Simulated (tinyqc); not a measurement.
Random telegraph noise from one oxide trap in a small MOSFET: one step of the calculation.

An acceptor-like trap exchanges electrons with the channel. Inversion charge Q = Cox u, u = n Vt W0(exp((Vg - VT)/(n Vt))), W0 the Lambert function, n = nf, Cox = eps0 eox/tox; linear regime Id = (W/L) mu Q Vd. Relative to threshold the surface potential rises by Vt ln(u/u0) and the oxide voltage by the rest of Vg - VT, with u0 = n Vt W0(1).

Task. Step height. A = W L; threshold step dV = q (1 - xt/tox)/(Cox A); gm/Id = 1/(u + n Vt); relative step dI/I = (gm/Id) dV + asc mu/A. Id as defined.

Inputs (values chosen for the exercise); values of the order met in silicon transistors: temperature T = 300 K; relative permittivity of the gate insulator (close to silicon dioxide) eox = 3.9; insulator thickness tox = 4.1 nm; depth of the trap from the channel interface xt = 0.33 nm; body factor nf = 1.19; gate width W = 130 nm; gate length L = 120 nm; mobility mu = 220 cm^2/(V s); scattering coefficient of the charged trap asc = 3.2e-16 V s; drain voltage Vd = 0.02 V.

Constants: q = 1.602176634e-19 C, kB = 1.380649e-23 J/K, Vt = kB T/q, eps0 = 8.8541878128e-14 F/cm where lengths are in cm. Results are converted to the units shown.

u = 0.025624001 V
N = 1.3469951e11 cm^-2

Wanted: electrons in the channel N A; dV; gm/Id; number part of dI/I; dI/I; Id; dI.

Result.

electrons in the channel N A = 21.013
dV = 1.1213 mV
gm/Id = 17.734 1/V
number part of dI/I = 1.9885 %
dI/I = 2.0336 %
Id = 0.10287 uA
dI = 2.0920 nA

Range of the model: VT is taken as given; short-channel effects and the uneven flow of current among few electrons are left out.

tinyqc, about 0.01 s, one thread, Intel Xeon 2.30GHz (shared host): `OMP_NUM_THREADS=1 python tinyqc.py 2710174 2710175 out.jsonl`
